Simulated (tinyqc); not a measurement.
# MOSFET in saturation, small-signal circuit and noise: what changes with what

Bias by the inversion coefficient IC = I/Ispec (charge-based model with velocity saturation; weak inversion below 0.1, strong above 10). Common-source circuit: gm, gds, Cgs, Cgd and Cj at the inner nodes, Rg in series with the gate; quasi-static, no source or drain resistance, no gate-body capacitance, no substrate network, no induced gate noise, so fmax is an upper estimate.

Values chosen for this exercise:
```
symbol,value,unit,meaning
T,300,K,temperature
L,350,nm,gate length
W,5,um,total gate width
Cox,1.21,uF/cm^2,gate capacitance
mu,170,cm^2/(V s),mobility
n,1.44,,slope factor
Ls,10,nm,velocity-saturation length
sg,0.01,,ratio gds/gm
Cov,0.25,fF/um,overlap and fringe capacitance per side
Cj,0.55,fF/um,drain junction capacitance
Rsh,8,ohm,sheet resistance of the gate
Wf,4,um,finger width
Rc,200,ohm um,gate contact and vertical resistance
IC,5.6,,inversion coefficient
gw,0.08,,short-channel excess of the noise factor
Nt,8e16,cm^-3 eV^-1,oxide trap density
lt,0.1,nm,tunnelling length into the oxide
ac,1000,V s/C,Coulomb scattering coefficient
```

Constants: q = 1.602176634e-19 C, kB = 1.380649e-23 J/K, Vt = kB T/q. Results are converted to the units shown.

Each table varies one quantity; the others keep the values above.

## Effect of the finger width on speed and noise

Ispec = 2 n mu Cox (W/L) Vt^2, lc = Ls/L, gms = [sqrt((lc IC + 1)^2 + 4 IC) - 1]/[2 + lc (lc IC + 1)], gm = gms Ispec/(n Vt), gds = sg gm. qs = [sqrt(1 + 4 IC) - 1]/2, Cgs = Cox W L qs (2 qs + 3)/(3 (qs + 1)^2) + Cov W, Cgd = Cov W, Cd = Cj W, Rg = Rsh (Wf/L)/(12 Nf) + Rc/W with Nf = W/Wf fingers (not rounded) contacted at both ends. fT = gm/(2 pi (Cgs + Cgd)), fmax = fT/(2 sqrt(Rg (gds + 2 pi fT Cgd))). Channel noise Sid = 4 kB T gam n gm with gam = (1/2 + (2/3) qs)/(1 + qs) + gw lc IC, qs = [sqrt(1 + 4 IC) - 1]/2, lc = Ls/L (the last term an empirical rise with velocity saturation); at the gate, white noise Sw = Sid/gm^2 + 4 kB T Rg. Number fluctuation with correlated mobility: S(f) = K/f, K = q^2 Vt lt Nt/(W L Cox^2) (1 + ac mu Cox I/gm)^2, Vt in eV with Nt per eV. Corner fc = K/Sw. IC is held fixed.

The same in every row: I (uA) = 31.674; fT (GHz) = 3.4453.

Results:
```
Wf (um)  Rg (ohm)  fmax (GHz)  sqrt(Sw) (nV/Hz^0.5)  fc (MHz)
0.25       40.024      49.753                7.2087   0.41689
0.5        40.095      49.708                7.2088   0.41688
1          40.381      49.532                7.2091   0.41684
2          41.524      48.846                7.2104   0.41669
8          64.381      39.228                7.2366   0.41367
```

Estimate the missing row, Wf = 4 um.

Computed row:
```
Wf (um)  Rg (ohm)  fmax (GHz)  sqrt(Sw) (nV/Hz^0.5)  fc (MHz)
4          46.095      46.360                7.2157   0.41608
```

With this row back in the table: As Wf goes from 0.25 to 8 um, fT stays at 3.45 GHz, fmax falls from 49.8 to 39.2 GHz, the white noise stays near 7.21 nV/Hz^0.5 and the corner falls from 0.417 to 0.414 MHz. The finger width leaves fT alone and acts through Rg, whose sheet part goes as Wf^2. In every row fmax exceeds 4 fT, where channel resistance and substrate losses, left out here, would cap it.

## Effect of the total gate width on speed and noise

Same model as above.

Corner fc = K/Sw. IC is held fixed.

The same in every row: fT (GHz) = 3.445; fmax (GHz) = 46.36; fc (MHz) = 0.4161.

Effect of the total gate width on speed and noise:
```
W (um)  I (uA)  Rg (ohm)  sqrt(Sw) (nV/Hz^0.5)
2        12.67     115.2                 11.41
4.3      27.24     53.60                 7.781
9.3      58.91     24.78                 5.291
20       126.7     11.52                 3.608
43       272.4     5.360                 2.461
93       589.1     2.478                 1.673
200       1267     1.152                 1.141
```

As W goes from 2 to 200 um, fT stays at 3.45 GHz, fmax stays at 46.4 GHz, the white noise falls from 11.4 to 1.14 nV/Hz^0.5 and the corner stays at 0.416 MHz. Current, gm and capacitances scale with W and Rg with 1/W, so the frequencies stay while both noise powers fall as 1/W. In every row fmax exceeds 4 fT, where channel resistance and substrate losses, left out here, would cap it.

## Effect of the gate length on speed and noise

Same model as above.

Corner fc = K/Sw. IC is held fixed, and so is sg.

Results:
```
L (nm)  I (uA)  Rg (ohm)  fT (GHz)  fmax (GHz)  sqrt(Sw) (nV/Hz^0.5)  fc (MHz)
20       554.3     146.7     176.2       193.2                 2.861     47.28
32       346.4     106.7     118.4       185.4                 2.940     27.67
50       221.7     82.67     72.12       164.0                 3.233     14.58
130      85.28     56.41     18.62       99.91                 4.586     2.776
200      55.43     50.67     9.186       73.45                 5.552     1.230
320      34.64     46.67     4.047       50.11                 6.914    0.4956
500      22.17     44.27     1.793       33.57                 8.567    0.2066
```

Estimate the missing row, L = 79 nm.

Computed row:
```
L (nm)  I (uA)  Rg (ohm)  fT (GHz)  fmax (GHz)  sqrt(Sw) (nV/Hz^0.5)  fc (MHz)
79       140.3     67.00     39.35       134.1                 3.754     6.826
```

With this row back in the table: As L goes from 20 to 500 nm, fT falls from 176 to 1.79 GHz, fmax falls from 193 to 33.6 GHz, the white noise rises from 2.86 to 8.57 nV/Hz^0.5 and the corner falls from 47.3 to 0.207 MHz. fT goes as L^(-0.85) between the first two rows and L^(-1.82) between the last two; with no overlap and no velocity saturation it would go as 1/L^2. For L = 130 to 500 nm fmax exceeds 4 fT, where channel resistance and substrate losses, left out here, would cap it.

Computed by the program tinyqc: `OMP_NUM_THREADS=1 python tinyqc.py 2150055 2150056 out.jsonl`, one thread of a shared Intel Xeon 2.30GHz, about 0.03 s for the whole run.
